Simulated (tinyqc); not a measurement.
Ellipsoidal valleys in the axes of a wafer and a channel: sweeps and comparisons. A value that a table varies takes the place of the one given here.

Valleys with axes a along [111], [1-1-1], [-11-1] and [-1-11], one whole valley each; inverse mass tensor w = 1/mt + (1/ml - 1/mt) a a. Device axes: z = nz/|nz|, x = nx/|nx|, y = z cross x; in them a = (ax, ay, az). Confinement mass mz = 1/w_zz. In the plane w_ij is replaced by u_ij = w_ij - w_iz w_jz/w_zz (i, j = x, y); density-of-states mass md = 1/sqrt(det u); conductivity mass along x mc = 1/u_xx; ballistic transport mass mx = u_yy/det u, width mass my = 1/u_yy.

Hard walls: E_n = c (n pi/t)^2/mz, c = hbar^2/2m0, n = 1, 2, 3. Non-degenerate share of a valley proportional to md sum_n exp(-E_n/kT); mean 1/mc = sum of share/mc. 1 nm = 10 angstrom.

Constants: hbar^2/2m0 = 3.80998211 eV angstrom^2; kB = 8.617333262e-05 eV/K.

Values chosen for the exercise (near those of the L valleys of Ge; the results hold for these values, not for the real material): ml = 1.603 m0 (longitudinal mass); mt = 0.081 m0 (transverse mass); t = 5.1 nm (thickness of the film); T = 300 K (temperature); nz = (1, 1, 2) (surface normal (confinement)); nx = (1, 1, -1) (channel direction).

## Wafer and channel orientation

For each face/channel: the lowest ladder (mz, number of valleys, md, E1, share) and the mean conductivity mass over all valleys.

Results:

| face/channel | mz | valleys | md | E1 (meV) | share | mean mc |
|---|---|---|---|---|---|---|
| (112)/[11-1] | 0.519 | 1 | 0.142 | 27.8 | 0.942 | 0.2315 |
| (210)/[001] | 0.188 | 2 | 0.236 | 76.8 | 0.957 | 0.2877 |
| (100)/[011] | 0.119 | 4 | 0.298 | 122.0 | 1.000 | 0.1508 |
| (110)/[1-11] | 0.221 | 2 | 0.218 | 65.5 | 0.980 | 0.1145 |
| (111)/[11-2] | 1.603 | 1 | 0.081 | 9.0 | 0.974 | 0.0820 |
| (001)/[110] | 0.119 | 4 | 0.298 | 122.0 | 1.000 | 0.1508 |
| (113)/[1-10] | 0.289 | 1 | 0.191 | 50.1 | 0.869 | 0.0900 |

The mean conductivity mass is lowest, 0.0820, for (111)/[11-2] and highest, 0.2877, for (210)/[001]; the bulk value is 0.1185. The confinement energy is lowest on the face with the heaviest mz ((111), 9 meV). The density of states of the lowest ladder, valleys times md, runs between 0.081 and 1.192; a small value limits the charge through the quantum capacitance.

## Thickness of the film

Share of the lowest ladder and mean conductivity mass.

Results:

| t (nm) | lowest E1 (meV) | spread of E1 (meV) | share of the lowest ladder | mean mc |
|---|---|---|---|---|
| 2.0 | 181.1 | 979.5 | 1.000 | 0.2501 |
| 3.0 | 80.5 | 435.3 | 1.000 | 0.2501 |
| 4.0 | 45.3 | 244.9 | 0.996 | 0.2486 |
| 5.0 | 29.0 | 156.7 | 0.951 | 0.2340 |
| 7.0 | 14.8 | 80.0 | 0.681 | 0.1828 |
| 10.0 | 7.2 | 39.2 | 0.432 | 0.1607 |
| 14.0 | 3.7 | 20.0 | 0.327 | 0.1556 |

The spread falls as 1/t^2 and passes kT = 25.9 meV between t = 10 and 14 nm; the share of the lowest ladder goes from 1.000 to 0.327 and the mean mass goes from 0.2501 to 0.1556, against 0.1538 for equal shares, the limit of a thick film (the bulk value 3/(1/ml + 2/mt) is 0.1185; the two differ since axes are tilted in the x-z plane and in a quantised film no valley carries current across it; once scattering blurs the subbands the bulk value returns). Three subbands a valley become too few once E3 nears kT. In the thinnest rows E1 (181 meV) is beyond the parabolic range, and the Delta valleys can pass below.

## What each parameter does

Lowest E1, its share and the mean conductivity mass. Each row changes one parameter from the base and keeps the others.

Results:

| case | lowest E1 (meV) | share | mean mc (m0) |
|---|---|---|---|
| base | 27.85 | 0.9417 | 0.2315 |
| ml = 1.763 m0 | 27.12 | 0.9424 | 0.2459 |
| mt = 0.089 m0 | 26.07 | 0.9148 | 0.2334 |
| t = 5.61 nm | 23.02 | 0.8829 | 0.2168 |
| T = 330 K | 27.85 | 0.9154 | 0.2245 |

The largest shifts from the base row, up to three for each result and ties (the steps differ in size, so this ranks the rows, not the parameters). lowest E1 (meV): t -4.83, mt -1.78, ml -0.73; unchanged at the printed digits by T. share: t -0.0589, mt -0.0269, T -0.0263. mean mc (m0): t -0.0146, ml +0.0145, T -0.0069.

(tinyqc, `OMP_NUM_THREADS=1 python tinyqc.py 1880163 1880164 out.jsonl`, Intel(R) Xeon(R) Processor @ 2.30GHz, 1 thread, shared host, about 0.01 s.)
